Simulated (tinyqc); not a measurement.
Ranking of structures: pair-potential crystal by lattice sums. Computed by tinyqc, a small Python program. Command: `OMP_NUM_THREADS=1 python tinyqc.py 3012133 3012134 out.jsonl pairsum walk`. One thread of a shared host (Intel(R) Xeon(R) Processor @ 2.30GHz), about 0.01 s of CPU time with the checks.

Energy per atom E = (1/2) sum over neighbours of phi(r); d is the nearest-neighbour distance.

Inputs (values chosen for the exercise, for model atoms):
```
quantity            value      unit
well depth eps      0.035        eV
pair minimum r0      2.81  angstrom
cut-off r_c/r0       2.76         -
stiffness alpha r0    7.4         -
```

Potential: Morse. Structure: hcp.

Constants: 1 eV/angstrom^3 = 160.2176634 GPa.

Method:
- phi0(r) = eps [exp(-2 alpha (r - r0)) - 2 exp(-alpha (r - r0))]; shifted-force cut-off: phi(r) = phi0(r) - phi0(r_c) - (r - r_c) phi0'(r_c) for r < r_c, zero beyond.
- Shells (distance in units of d, count): fcc 1.0000 (12), 1.4142 (6), 1.7321 (24), 2.0000 (12), 2.2361 (24), 2.4495 (8), 2.6458 (48), 2.8284 (6), 3.0000 (36), 3.1623 (24); hcp 1.0000 (12), 1.4142 (6), 1.6330 (2), 1.7321 (18), 1.9149 (12), 2.0000 (6), 2.2361 (12), 2.3805 (12), 2.4495 (6), 2.5166 (6), 2.5820 (12), 2.6458 (24), 2.7080 (6), 2.8868 (12), 3.0000 (12), 3.1091 (24), 3.1623 (12); bcc 1.0000 (8), 1.1547 (6), 1.6330 (12), 1.9149 (24), 2.0000 (8), 2.3094 (6), 2.5166 (24), 2.5820 (24), 2.8284 (24), 3.0000 (32); sc 1.0000 (6), 1.4142 (12), 1.7321 (8), 2.0000 (6), 2.2361 (24), 2.4495 (24), 2.8284 (12), 3.0000 (30), 3.1623 (24); diamond 1.0000 (4), 1.6330 (12), 1.9149 (12), 2.3094 (6), 2.5166 (12), 2.8284 (24), 3.0000 (16). Volumes per atom in d^3: fcc 0.70711, hcp 0.70711, bcc 0.76980, sc 1.00000, diamond 1.53960; hcp has the ideal c/a. Every shell inside the cut-off is summed.
- Equilibrium: dE/dd = 0 at the lowest minimum with d between 0.78 r0 and 1.45 r0; B = d^2 E''(d)/(9 Omega).

Each structure at its own equilibrium:
```
structure  neighbours  d (angstrom)  E (eV/atom)  volume (angstrom^3)  B (GPa)
fcc                12        2.7916     -0.22410               15.383   28.268
hcp                12        2.7916     -0.22414               15.382   28.274
bcc                 8        2.7388     -0.20750               15.814   25.411
sc                  6        2.7584     -0.12769               20.987   11.748
diamond             4        2.7902     -0.07453               33.444    4.316
```

The order is hcp < fcc < bcc < sc < diamond; hcp lies 0.041 meV below fcc. fcc (-0.224097 eV) and hcp (-0.224137 eV) share two shells and differ from the third on. Pair forces reward the number of bonds: diamond reaches only 33 % of the best binding. Caution: each structure is relaxed in d alone and may be unstable against shear; the tiny fcc-hcp difference depends on the cut-off.

Extremes, crossings and ranges named in words are read from the listed rows.
